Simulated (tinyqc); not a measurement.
Density of surface states from the Kelvin-probe reading.

Inverse problem. n-type bulk, xi = Ec - EF = Vt ln(Nc/Nd), p0 = ni^2/Nd, ni = sqrt(Nc Nv) exp(-Eg/(2 Vt)), Eg in volts. b is the upward band bending, u = b/Vt. Space charge per area, in units of q: Qc = sign(b) sqrt((2 eps0 eps_r Vt/q) [(Nd + dn)(exp(-u) - 1) + Nd u + (p0 + dn)(exp(u) - 1)]), with dn the excess density under light (flat quasi-Fermi levels; 0 in the dark). The states hold -Ds (E0 - xi - b): negative while the Fermi level lies above the neutrality level. Neutrality: Qc + Qf + (charge of the states) = 0. Work function chi + xi + b; contact potential difference CPD = (work function of the sample) - pt. Find b, Qc and Ds.

Values chosen for this exercise; band and dielectric values close to those of silicon:

| symbol | value | unit | meaning |
|---|---|---|---|
| T | 300 | K | temperature |
| Eg | 1.13 | eV | band gap |
| eps_r | 11.6 |  | relative permittivity |
| Nc | 2.8e19 | cm^-3 | conduction-band density of states at T |
| Nv | 2.66e19 | cm^-3 | valence-band density of states at T |
| chi | 4.06 | eV | electron affinity |
| Nd | 1e15 | cm^-3 | donor density |
| Qf | 0 | cm^-2 | fixed positive charge at the surface |
| pt | 4.88 | eV | work function of the probe tip |
| E0 | 0.5 | eV | depth of their neutrality level below the conduction edge |

Constants: q = 1.602176634e-19 C, kB = 1.380649e-23 J/K, Vt = kB T/q, eps0 = 8.8541878128e-14 F/cm where lengths are in cm. Results are converted to the units shown.

CPD = -327.82172 mV

Answer. The CPD gives b, b gives Qc, and neutrality gives Ds.

b = 0.227 V
Qc = 5.08e10 cm^-2
Ds = 6.50e12 cm^-2 eV^-1

Numbers from tinyqc (`OMP_NUM_THREADS=1 python tinyqc.py 2430161 2430162 out.jsonl`; about 0.01 s on one thread of a shared Intel Xeon 2.30GHz).
